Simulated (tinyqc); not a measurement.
Minority-electron transport through the base of a bipolar transistor (Moll-Ross and Kroemer integrals). Changing the base doping at the emitter edge N_0. Computed by tinyqc, a small Python program. Command: `OMP_NUM_THREADS=1 python tinyqc.py 3005605 3005606 out.jsonl base sweep`. One thread of a shared host (Intel(R) Xeon(R) Processor @ 2.30GHz), about 0.01 s of CPU time with the checks.

Low injection, one dimension, x from the emitter edge (0) to the collector edge (W), s = x/W. Recombination is treated as a small correction (valid for tau_B well below tau_n), computed from the stored charge.

Inputs (values chosen for the exercise, modelled on silicon): intrinsic density n_i at the emitter edge = 9.2e+09 1/cm^3; base width W = 280 nm; mu_min = 200 cm^2/(V s); mu_max = 1310 cm^2/(V s); N_ref = 2.9e+17 1/cm^3; saturation velocity v_s = 0.79 1e7 cm/s; electron lifetime tau_n = 120 ns; emitter Gummel number G_E = 8.6e+13 s/cm^4; base-emitter voltage V_BE = 0.74 V; temperature T = 300 K; gap narrowing across the base dE_g = 52 meV.

Base doping profile: uniform. Gap grading: linear. Exit of the base: saturation velocity.

Constants: k_B = 8.617333262e-05 eV/K; e = 1.602176634e-19 C.

Method:
- N(x) = N_0; n_i(x)^2 = n_i^2 exp(s dE_g/k_B T); D(x) = (k_B T/e) mu, mu = mu_min + (mu_max - mu_min)/(1 + (N/N_ref)^0.7).
- With y(x) = N n_i^2/(D n_i(x)^2): base Gummel number G_B = int_0^W y dx + N(W) n_i^2/(v_s n_i(W)^2); J_C = e n_i^2 exp(e V_BE/k_B T)/G_B; n(x) = (J_C/e)(n_i(x)^2/(N n_i^2)) [int_x^W y dx + the same exit term]; transit time tau_B = (e/J_C) int n dx; trapezoid rule on 401 even points.
- Emitter-limited gain beta_E = G_E/G_B; recombination-limited gain beta_R = tau_n/tau_B; 1/beta = 1/beta_E + 1/beta_R; f_T from the base alone = 1/(2 pi tau_B).

One run for each value; columns: (1) base doping at the emitter edge N_0 (1/cm^3); (2) current gain beta; (3) collector current density J_C (A/cm^2); (4) base transit time tau_B (ps); (5) beta_E; (6) beta_R:
```
(1)              (2)         (3)     (4)         (5)    (6)
2.00e+17  6.8937e+02  3.1512e+02  11.909  7.4000e+02  10076
4.30e+17  2.7491e+02  1.2099e+02  14.169  2.8413e+02   8469
9.50e+17  1.0071e+02  4.3526e+01  17.515  1.0221e+02   6851
2.10e+18  3.6258e+01  1.5543e+01  21.864  3.6500e+01   5488
4.50e+18  1.3799e+01  5.8942e+00  26.626  1.3841e+01   4507
9.70e+18  5.4029e+00  2.3040e+00  31.373  5.4106e+00   3825
2.10e+19  2.1977e+00  9.3645e-01  35.488  2.1991e+00   3381
4.60e+19  9.1834e-01  3.9118e-01  38.672  9.1861e-01   3103
1.00e+20  3.9924e-01  1.7003e-01  40.854  3.9929e-01   2937
```

Describe and explain the trends.

Over the rows, current gain beta falls from 689 to 0.399 (exponent d ln y / d ln x -1.2 between the first rows and -1.1 between the last); collector current density J_C (A/cm^2) falls from 315 to 0.170 (exponent d ln y / d ln x -1.3 between the first rows and -1.1 between the last); base transit time tau_B (ps) rises from 11.9 to 40.9 (exponent d ln y / d ln x 0.23 between the first rows and 0.071 between the last). Gap narrowing by heavy doping and the fall of the lifetime with N are left out; both matter at the high end.

Caution (rows 4.60e19, 1.00e20): a current gain below 1 is far from a working transistor: the base is too heavily doped or too wide for this emitter and lifetime.
